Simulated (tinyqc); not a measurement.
## Electron mobility in a silicon inversion layer, empirical terms and Matthiessen rule: effect of the body doping

Inversion layer of sheet density Ns on a uniformly doped body. The mobility terms are empirical power laws with prefactors chosen for the exercise; adding their inverses (Matthiessen) is itself an approximation.

ni = sqrt(Nc Nv) exp(-Eg/(2 Vt)), Eg in volts; Ndep = sqrt(2 eps0 eps_r Nb (2 Vt ln(Nb/ni) + Vsb)/q); E = q (Ndep + eta Ns)/(eps0 eps_r), in MV/cm. With t = T/(300 K): muC = Ac (Ns/1e12 cm^-2) t/(Nb/1e17 cm^-3 + Nit/1e11 cm^-2), muP = Ap E^(-1/3) t^(-1.75), muS = As E^(-gs); 1/mu is the sum of the inverses.

Inputs (values chosen for the exercise); material values close to those of silicon:
- T = 300 K (temperature)
- Eg = 1.1 eV (band gap)
- eps_r = 11.6 (relative permittivity of the semiconductor)
- Nc = 2.79e19 cm^-3 (conduction-band density of states at T)
- Nv = 2.66e19 cm^-3 (valence-band density of states at T)
- Vsb = 0.6 V (reverse body bias)
- eta = 0.5 (weight of the inversion charge in the effective field)
- Ap = 405 cm^2/(V s) (phonon-limited mobility at 1 MV/cm and 300 K)
- As = 919 cm^2/(V s) (roughness-limited mobility at 1 MV/cm)
- gs = 2 (exponent of the roughness term)
- Ac = 1900 cm^2/(V s) (Coulomb prefactor)
- Nit = 1.2e10 cm^-2 (charge at the interface)
- Ns = 7.2e11 cm^-2 (inversion density)

Constants: q = 1.602176634e-19 C, kB = 1.380649e-23 J/K, Vt = kB T/q, eps0 = 8.8541878128e-14 F/cm where lengths are in cm. Results are converted to the units shown.

Result of one run:
```
Nb (cm^-3)  E (MV/cm)  muC (cm^2/(V s))  muP (cm^2/(V s))  muS (cm^2/(V s))  mu (cm^2/(V s))
2.1e17         0.3642             616.2             567.1              6928            283.2
```

What becomes of these results when the body doping Nb is changed from 2.1e17 to 5e18 cm^-3, all else the same?

Result of the changed run:
```
Nb (cm^-3)  E (MV/cm)  muC (cm^2/(V s))  muP (cm^2/(V s))  muS (cm^2/(V s))  mu (cm^2/(V s))
5e18            1.642             27.29             343.3             340.8            23.54
```

The whole series:
```
Nb (cm^-3)  E (MV/cm)  muC (cm^2/(V s))  muP (cm^2/(V s))  muS (cm^2/(V s))  mu (cm^2/(V s))
2e16           0.1471              4275             767.1           4.244e4            640.6
4.4e16         0.1932              2443             700.6           2.463e4            532.7
9.7e16         0.2626              1255             632.4           1.333e4            407.7
2.1e17         0.3642             616.2             567.1              6928            283.2
4.7e17         0.5236             283.8             502.5              3352            172.1
1e18           0.7469             135.2             446.4              1648            97.61
2.3e18          1.118             59.17             390.2             734.8            48.02
5e18            1.642             27.29             343.3             340.8            23.54
```

As Nb goes from 2e16 to 5e18 cm^-3, E rises from 0.147 to 1.64 MV/cm and mu falls from 641 to 23.5 cm^2/(V s). The smallest term is the phonon one in the first row and the Coulomb one in the last. At Nb = 5e18 cm^-3 E passes 1.5 MV/cm, beyond the usual range of such laws.

tinyqc, about 0.01 s, one thread, Intel Xeon 2.30GHz (shared host): `OMP_NUM_THREADS=1 python tinyqc.py 2510142 2510143 out.jsonl`
